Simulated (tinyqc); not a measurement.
Tight binding, honeycomb lattice, step by step. Computed by tinyqc, a small Python program that keeps every step. Settings: t1 = 1.79, t2 = 0.3, phi = 1.08, delta = 1.71, points = 7. Command: `OMP_NUM_THREADS=1 python tinyqc.py 30844 30845 out.jsonl` (the two numbers bound the seeds that draw the settings). One thread of a shared host (Intel(R) Xeon(R) Processor @ 2.60GHz), about 0.01 s of CPU time with the checks.

## Bloch Hamiltonian at k

Parameters chosen for this model:

| parameter | value | unit |
|---|---|---|
| t1 | 1.790000 | eV, nearest |
| t2 | 0.300000 | eV, second neighbours |
| phi | 1.080000 | rad, phase of t2 (Haldane) |
| delta | 1.710000 | eV, +/- on A and B |

k point k (fractions of the reciprocal vectors): -0.21000  0.15000

H_AB = -t1 (1 + exp(-i k.a1) + exp(-i k.a2)); H_AA = delta - 2 t2 sum cos(k.b + phi), H_BB = -delta - 2 t2 sum cos(k.b - phi), b = a1, a2 - a1, -a2.

H(k) at k (eV):
```
                   A                  B
A            1.12078  -3.28729-0.28562i
B  -3.28729+0.28562i           -1.23337
```

## Levels at k

Diagonalise the Hermitian matrix.

eigenvalues (eV): -3.55963  3.44705

weights |c|^2 of the basis functions:
```
    band 1   band 2
A  0.33201  0.66799
B  0.66799  0.33201
```

## Bloch Hamiltonian at K

k point K (fractions of the reciprocal vectors): 0.33333  0.66667

As before.

H(k) at K (eV):
```
         A         B
A  3.50903   0.00000
B  0.00000  -2.66064
```

## Levels at K

As before.

eigenvalues (eV): -2.66064  3.50903

weights |c|^2 of the basis functions:
```
    band 1   band 2
A  0.00000  1.00000
B  1.00000  0.00000
```

## Bands along a path

The same steps at evenly spaced points between the labelled ones.

Bands along the path (eV):

| k | band 1 | band 2 |
|---|---|---|
| G | -6.48408 | 4.78730 |
| G-K 0.20 | -6.05955 | 4.64771 |
| G-K 0.40 | -4.97492 | 4.27713 |
| G-K 0.60 | -3.71095 | 3.81897 |
| G-K 0.80 | -2.86678 | 3.53826 |
| K | -2.66064 | 3.50903 |
| K-M 0.20 | -2.67481 | 3.49084 |
| K-M 0.40 | -2.67335 | 3.41372 |
| K-M 0.60 | -2.60709 | 3.26202 |
| K-M 0.80 | -2.44963 | 3.03940 |
| M | -2.19272 | 2.75832 |
| M-K' 0.20 | -1.83937 | 2.42915 |
| M-K' 0.40 | -1.39803 | 2.05297 |
| M-K' 0.60 | -0.88108 | 1.62145 |
| M-K' 0.80 | -0.31614 | 1.13217 |
| K' | 0.08903 | 0.75936 |

With 1 band(s) filled, the highest filled level on these points lies at K' and the lowest empty one at K': a gap of 0.6703 eV, direct.

## Chern number of the lower band

On a 7 x 7 mesh, the phase of the product of overlaps around each plaquette (k1 then k2); the sum over 2 pi is an integer.

plaquette phases (rad):
```
          1         2         3         4         5         6         7
1   0.00000  -0.01809  -0.06076  -0.10029   0.02051   0.04781   0.02165
2   0.01528  -0.02084  -0.06584  -0.11747  -0.06201   0.03937   0.04781
3   0.03951  -0.00629  -0.08076  -0.14142  -0.13336  -0.06201   0.02051
4  -0.04022   0.07331  -0.03944  -0.16913  -0.14142  -0.11747  -0.10029
5  -0.07265   0.02066   1.48711  -0.03944  -0.08076  -0.06584  -0.06076
6  -0.00915  -0.00570   0.02066   0.07331  -0.00629  -0.02084  -0.01809
7  -0.00362  -0.00915  -0.07265  -0.04022   0.03951   0.01528   0.00000
```

Chern number = 0.00000
